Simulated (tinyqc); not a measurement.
Admittance spectroscopy and thermally stimulated current of one trap level in a depletion layer. Changing the test frequency f. Computed by tinyqc, a small Python program. Command: `OMP_NUM_THREADS=1 python tinyqc.py 3111232 3111233 out.jsonl admit sweep`. One thread of a shared host (Intel(R) Xeon(R) Processor @ 2.30GHz), about 0.01 s of CPU time with the checks.

A Schottky junction on n-type material holds one donor-like electron trap; shallow donors are fully ionised and abrupt depletion edges are assumed.

Inputs (values chosen for the exercise, modelled on n-type GaAs): dielectric constant eps = 13; density-of-states mass m = 0.0646 m_0; shallow doping N = 5.6e+15 1/cm^3; trap density N_t = 3e+15 1/cm^3; trap depth E_t below the band = 0.329 eV; capture cross section sigma = 2.3e-14 cm^2; band bending V_b = 0.83 V.

Constants: k_B = 1.380649e-23 J/K; m_0 = 9.1093837015e-31 kg; h = 6.62607015e-34 J s; k_B = 8.617333262e-05 eV/K; eps_0 = 8.8541878128e-12 F/m; e = 1.602176634e-19 C.

Method:
- N_c = 2 (2 pi m k_B T/h^2)^(3/2), v_th = sqrt(3 k_B T/m), emission rate e_n = sigma v_th N_c exp(-E_t/(k_B T)).
- Where the level crosses the Fermi level capture equals emission, so the trap follows the signal with the rate 2 e_n; G/omega peaks at omega = 2 e_n (the correction for large N_t/N is left out).
- Solve 2 e_n(T_p) = 2 pi f.
- With E_c - E_F = k_B T_p ln(N_c/N): lambda = sqrt(2 eps eps_0 (E_t - (E_c - E_F))/(e^2 N)); traps are empty and charged for x < x_t = w - lambda, and V_b = e (N w^2 + N_t x_t^2)/(2 eps eps_0). High frequency: C_hf = eps eps_0/w. Low frequency: C_lf = eps eps_0 (N + N_t)/(N w + N_t x_t).

One run for each value; columns: (1) test frequency f (Hz); (2) peak temperature T_p (K); (3) step (C_lf - C_hf)/C_hf; (4) E_c - E_F = k_B T_p ln(N_c/N) (eV); (5) lambda (nm):
```
(1)          (2)      (3)      (4)     (5)
1.00e+01  171.70  0.26611  0.05121  266.97
7.00e+01  186.63  0.26259  0.05768  263.85
5.00e+02  204.46  0.25824  0.06560  259.97
4.00e+03  227.19  0.25248  0.07599  254.79
3.00e+04  254.27  0.24530  0.08874  248.28
2.00e+05  285.92  0.23646  0.10413  240.20
1.00e+06  319.14  0.22668  0.12076  231.15
1.00e+07  381.18  0.20687  0.15299  212.51
```

Over the rows, peak temperature T_p (K) rises from 172 to 381 (exponent d ln y / d ln x 0.043 between the first rows and 0.077 between the last); step (C_lf - C_hf)/C_hf falls from 0.266 to 0.207 (exponent d ln y / d ln x -0.0068 between the first rows and -0.040 between the last); E_c - E_F = k_B T_p ln(N_c/N) (eV) rises from 0.0512 to 0.153 (exponent d ln y / d ln x 0.061 between the first rows and 0.10 between the last).

Caution (all rows): N_t/N is not small, so the peak moves away from omega = 2 e_n.

Extremes, crossings and ranges named in words are read from the listed rows.
